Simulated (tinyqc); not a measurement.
What moves the results: Gamma, L and X subbands of a thin body with non-parabolic valleys. A value that a table varies takes the place of the one given here.

Hard walls, flat band, c = hbar^2/2m0, energies from the bulk Gamma edge. For a valley at angle theta to the normal 1/m_z = cos^2/ml + sin^2/mt and m_d = sqrt(ml mt^2/m_z). Subband n starts at E_v + e with e (1 + a e) = c (n pi/t)^2/m_z, and its density-of-states mass is taken as m_d (1 + 2 a e), without further growth at higher in-plane energy. Groups are named by valley and degeneracy.

n_i = g m/(2 pi c) kB T ln(1 + exp((EF - E_i)/kB T)), sum n_i = Ns (1e12/cm^2 = 1e-4/angstrom^2), c = hbar^2/2m0. Quantum capacitance Cq = 1602.176634 sum g m/(2 pi c) f_i in microfarad/cm^2 with f_i = 1/(1 + exp((E_i - EF)/kB T)); Cox = 34.5313/eot (one gate); C/Cox = Cq/(Cq + Cox), the centroid term left out.

Constants: hbar^2/2m0 = 3.80998211 eV angstrom^2; kB = 8.617333262e-05 eV/K.

Values chosen for the exercise (near those of a thin GaSb channel; not measured data):
```
symbol  value                          unit         meaning
face    100                                         surface
mG      0.0389                         m0           Gamma mass
aG      1.15                           1/eV         Gamma non-parabolicity
EL      0.056                          eV           L edge above Gamma
mL      (1.337, 0.097)                 m0           L valleys (four, along <111>): ml, mt
EX      0.33                           eV           X edge above Gamma
mX      (1.555, 0.212)                 m0           X valleys (three, along <100>): ml, mt
aS      0.49                           1/eV         non-parabolicity of L and X
Ns      7.7                            x 1e12/cm^2  sheet density
T       300                            K            temperature
eot     9                              angstrom     equivalent oxide thickness
ts      (18, 24, 30, 40, 55, 75, 110)  angstrom     thicknesses
t       52                             angstrom     body thickness
Nl      (0.5, 1, 2, 4, 7, 11, 16)      x 1e12/cm^2  sheet densities
```

## Thinning the body

Lowest edge of each valley type, the lowest group, the Gamma share and C/Cox, with n = 1 to 8 of all groups.

Results:
```
t (angstrom)  Gamma (eV)  L (eV)  X (eV)  lowest  Gamma share (%)  C/Cox
18                 1.234   0.687   0.402      X1              0.0  0.794
24                 0.849   0.446   0.371      X1              0.0  0.896
30                 0.625   0.320   0.357      L4              0.0  0.910
40                 0.410   0.212   0.345      L4              0.0  0.907
55                 0.249   0.141   0.338      L4              0.1  0.905
75                 0.147   0.103   0.334      L4              0.9  0.905
110                0.074   0.078   0.332      G1              3.6  0.909
```

From 110 down to 18 angstrom Gamma rises by 1.16 eV, L by 0.61 and X by 0.07 eV, the light Gamma mass moving most. The lowest group changes from G1 to L4 between 110 and 75 angstrom. The lowest group changes from L4 to X1 between 30 and 24 angstrom. The Gamma share goes from 4 % to 0 %. C/Cox is 0.91 and 0.79 at the ends and lies between 0.79 and 0.91. Hard walls overstate the rise in the thinnest rows.

## Raising the sheet density

Fixed thickness, n = 1 to 8 of all groups; the gate overdrive above the lowest edge is (EF - E_lowest)/e + 0.1602177 Ns/Cox in volts.

Results:
```
Ns (1e12/cm^2)  EF - lowest (eV)  Gamma share (%)     Cq  C/Cox  overdrive (V)
0.5                       -0.086              0.0   3.04  0.442         -0.065
1.0                       -0.068              0.0   5.98  0.609         -0.026
2.0                       -0.049              0.0  11.56  0.751          0.035
4.0                       -0.029              0.1  21.60  0.849          0.138
7.0                       -0.012              0.1  34.23  0.899          0.281
11.0                       0.004              0.1  47.41  0.925          0.464
16.0                       0.019              0.1  59.44  0.939          0.687
```

The lowest subband is L4 n=1; the light Gamma level lies 122 meV above it, lifted there by confinement. At the highest density band filling takes 0.019 V of the 0.687 V overdrive. Cq grows from 3.0 to 59.4 microfarad/cm^2 while EF moves from -0.086 to +0.019 eV against the lowest edge; the Gamma share stays near 0 %.

## What each parameter does

n = 1 to 8 of all groups. Each row changes one parameter from the base and keeps the others.

Results:
```
case                   lowest edge (eV)  EF (eV)  Gamma share (%)  C/Cox
base                              0.151    0.142              0.1  0.906
t = 60 angstrom                   0.128    0.120              0.2  0.905
mG = 0.0447 m0                    0.151    0.142              0.2  0.906
aG = 0.8 1/eV                     0.151    0.142              0.0  0.906
EL = 0.106 eV                     0.201    0.192              0.4  0.906
Ns = 11.6 x 1e12/cm^2             0.151    0.157              0.1  0.928
eot = 7 angstrom                  0.151    0.142              0.1  0.882
T = 250 K                         0.151    0.149              0.0  0.916
```

The largest shifts from the base row, up to three for each result and ties (the steps differ in size, so this ranks the rows, not the parameters). lowest edge (eV): EL +0.050, t -0.023; unchanged at the printed digits by mG, aG, Ns, eot and T. EF (eV): EL +0.050, t -0.022, Ns +0.015; unchanged at the printed digits by mG, aG and eot. Gamma share (%): EL +0.3, t +0.1, mG +0.1; unchanged at the printed digits by Ns and eot. C/Cox: eot -0.024, Ns +0.022, T +0.011; unchanged at the printed digits by mG, aG and EL.

Computed by tinyqc, a small Python program: `OMP_NUM_THREADS=1 python tinyqc.py 1252027 1252028 out.jsonl` (the numbers bound the seed that draws the inputs); one thread of a shared host (Intel(R) Xeon(R) Processor @ 2.30GHz), about 0.03 s for the whole set of steps.
